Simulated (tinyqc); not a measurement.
From results back to parameters: electrons shared among three sets of ellipsoidal valleys. Three cases, with inputs chosen for the exercise.

Problem. With Boltzmann statistics n(Delta4)/n(Delta2) = R exp(-dE/kB T), where R = N_2/N_1 does not depend on T. Two ratios were computed from hidden R and dE.

Constants: kB = 8.617333262e-05 eV/K.

Find: dE; R.

Method. dE = kB ln(ratio_b/ratio_a)/(1/Ta - 1/Tb); then R = ratio_a exp(dE/kB Ta).

Case 1.

Values chosen (out of a larger set: masses and offsets near those of Si; mobilities are free inputs, held fixed; not measured data): Ta = 300 K; Tb = 600 K.

ratio at Ta = 0.853977
ratio at Tb = 1.30689

Solution.

dE = 0.022 eV
R = 2.00

Case 2.

Values chosen (out of a larger set: masses and offsets near those of Si; mobilities are free inputs, held fixed; not measured data): Ta = 300 K; Tb = 450 K.

ratio at Ta = 0.00678483
ratio at Tb = 0.0451546

Solution.

dE = 0.147 eV
R = 2.00

Case 3.

Values chosen (out of a larger set: masses and offsets near those of Si; mobilities are free inputs, held fixed; not measured data): Ta = 300 K; Tb = 450 K.

ratio at Ta = 0.0243172
ratio at Tb = 0.105751

Solution.

dE = 0.114 eV
R = 2.00

Computed by tinyqc, one run a case: `OMP_NUM_THREADS=1 python tinyqc.py N N+1 out.jsonl` with N = 1651791, 1651891, 1651942; one thread of a shared Intel(R) Xeon(R) Processor @ 2.30GHz, about 0.01 s a run at most.
